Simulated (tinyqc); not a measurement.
## Input admittance of a MOSFET at zero drain bias: distributed channel and distributed gate: input impedance against frequency

Source and drain grounded, strong inversion, w = 2 pi f, Cox = eps0 eox/tox. The channel is an RC line of resistance 1/(mu Cox Vo) per square fed from both ends, so one finger has the intrinsic admittance y = i w Cox L tanh(g)/g per width, g = (1/2) sqrt(i w tau), tau = L^2/(mu Vo). The vertical resistance rv/L is in series with y, the overlaps 2 i w Cov in parallel: y_t = 1/(1/y + rv/L) + 2 i w Cov. The gate strip is a line of Rsh/L per length loaded by y_t, so a finger has Y = y_t Wf tanh(k)/k, k = (Wf/sd) sqrt(y_t Rsh/L); the device has Nf Y.

Low-frequency limits, with c = Cox L and ct = c + 2 Cov: R_strip = Rsh Wf/(3 sd^2 L Nf), R_ch = (c/ct)^2 L/(12 mu Cox Vo Wf Nf), R_vert = (c/ct)^2 rv/(L Wf Nf), C = ct Wf Nf. Z = 1/(Nf Y) = R + 1/(i w C), Q = |Im Z|/R, far-point signal |1/cosh k|.

Values chosen for this exercise; values of the order met in silicon radio-frequency transistors: relative permittivity of the gate insulator (close to silicon dioxide) eox = 3.9; insulator thickness tox = 7.5 nm; channel length L = 0.67 um; finger width Wf = 1.6 um; number of fingers Nf = 1; channel mobility mu = 280 cm^2/(V s); gate overdrive Vo = 0.22 V; sheet resistance of the gate Rsh = 3.6 ohm/square; vertical resistivity of the gate stack rv = 2.3 ohm um^2; number of ends at which a finger is contacted sd = 2; overlap and fringe capacitance on each side Cov = 0.17 fF/um.

Constants: eps0 = 8.8541878128e-14 F/cm where lengths are in cm. Results are converted to the units shown.

The same in every row: low-frequency R (ohm) = 1001.

Input impedance against frequency:
```
f (GHz)    w tau       |k|  R (ohm)  C (fF)      Q  signal at the far point
0.07     0.03205  0.002276     1001   5.480  414.6                    1.000
0.2      0.09158  0.003847     1001   5.480  145.1                    1.000
0.5       0.2289  0.006082     1001   5.479  58.06                    1.000
1         0.4579  0.008598     1001   5.478  29.04                    1.000
4          1.832   0.01707    998.2   5.446  7.320                    1.000
10         4.579   0.02603    985.5   5.276  3.061                   0.9999
30         13.74   0.03738    882.2   4.209  1.429                   0.9996
70         32.05   0.04553    614.0   2.719  1.362                   0.9994
200        91.58   0.06287    271.0   1.686  1.742                   0.9990
```

Read the table: what changes, and by how much?

R falls from 1000 to 271 ohm and C falls from 5.48 to 1.69 fF. Q goes as f^(-1.00) between the first two rows and f^(0.23) between the last two, where w tau = 91.6 and |k| = 0.0629. The low-frequency limits hold both R and C within 5 % up to f = 10 GHz among the rows.

Program tinyqc, `OMP_NUM_THREADS=1 python tinyqc.py 2262121 2262122 out.jsonl`; Intel Xeon 2.30GHz, shared host, one thread, about 0.01 s.
